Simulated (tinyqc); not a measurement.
Length of a molecular wire: coherent transport through a tight-binding bridge. Computed by the program tinyqc. T = Gamma_L Gamma_R |G_1n|^2 with the self-energies of semi-infinite chains.

A uniform bridge between two chains:

| parameter | value |
|---|---|
| site energy (eV) | 0.250000 |
| hopping in the bridge (eV) | 0.680000 |
| lead hopping (eV) | 2.280000 |
| couplings (eV) | 0.99, 0.85 |
| E (eV) | 0.080000 |

Transmission against length:

| sites | T | ln T |
|---|---|---|
| 2 | 7.4234e-01 | -0.298 |
| 3 | 8.4986e-01 | -0.163 |
| 4 | 8.0337e-01 | -0.219 |
| 5 | 7.7926e-01 | -0.249 |
| 6 | 8.7676e-01 | -0.132 |
| 7 | 7.2540e-01 | -0.321 |
| 8 | 9.4325e-01 | -0.058 |
| 9 | 6.9491e-01 | -0.364 |
| 10 | 9.7719e-01 | -0.023 |

What does the comparison show, and why?

E lies inside the band of the bridge (|E - e|/2h = 0.125 < 1): T does not decay but oscillates with length, between 0.695 and 0.977 here, as levels of the bridge pass E.
